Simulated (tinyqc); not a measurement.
Input admittance of a MOSFET at zero drain bias: distributed channel and distributed gate: one step of the calculation.

Source and drain grounded, strong inversion, w = 2 pi f, Cox = eps0 eox/tox. The channel is an RC line of resistance 1/(mu Cox Vo) per square fed from both ends, so one finger has the intrinsic admittance y = i w Cox L tanh(g)/g per width, g = (1/2) sqrt(i w tau), tau = L^2/(mu Vo). The vertical resistance rv/L is in series with y, the overlaps 2 i w Cov in parallel: y_t = 1/(1/y + rv/L) + 2 i w Cov. The gate strip is a line of Rsh/L per length loaded by y_t, so a finger has Y = y_t Wf tanh(k)/k, k = (Wf/sd) sqrt(y_t Rsh/L); the device has Nf Y.

Problem. Input impedance of the device. k and Y as defined; Z = 1/(Nf Y) = R + 1/(i w C); Q = |Im Z|/R; signal at the point farthest from a contact |1/cosh k|.

Parameters, values chosen for the exercise; values of the order met in silicon radio-frequency transistors: channel length L = 0.31 um; finger width Wf = 6.7 um; number of fingers Nf = 1; sheet resistance of the gate Rsh = 36 ohm/square; number of ends at which a finger is contacted sd = 1; frequency f = 6.9 GHz.

y_t = 14.02126+238.99814i uS/um

Give: k; Nf Y; R; C; Q; signal at the far point.

Solution.

k = 0.8128+0.7665i
Nf Y = 0.585+1.289i mS
R = 292.1 ohm
C = 35.86 fF
Q = 2.202
signal at the far point = 0.8644

tinyqc, about 0.01 s, one thread, Intel Xeon 2.30GHz (shared host): `OMP_NUM_THREADS=1 python tinyqc.py 2262072 2262073 out.jsonl`
